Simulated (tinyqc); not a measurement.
## Gate sheet resistance from two finger widths

Question. At low frequency R = Rsh Wf/(3 L) + B/Wf, where B collects the channel and vertical terms. Find Rsh, B and the width of lowest R.

Inputs (values chosen for the exercise):
```
symbol,value,unit,meaning
L,0.2,um,channel length
```

input resistance of single fingers, contacted at one end, of width 1.6 and 4.4 um (ohm): 259.41667  310.69697

Answer. R Wf is a straight line in Wf^2; the minimum of R lies where both terms are equal.

Rsh = 34.00 ohm/square
B = 270.0 ohm um
width of lowest R = 2.183 um

Computed by the program tinyqc: `OMP_NUM_THREADS=1 python tinyqc.py 2262034 2262035 out.jsonl`, one thread of a shared Intel Xeon 2.30GHz, about 0.01 s for the whole run.
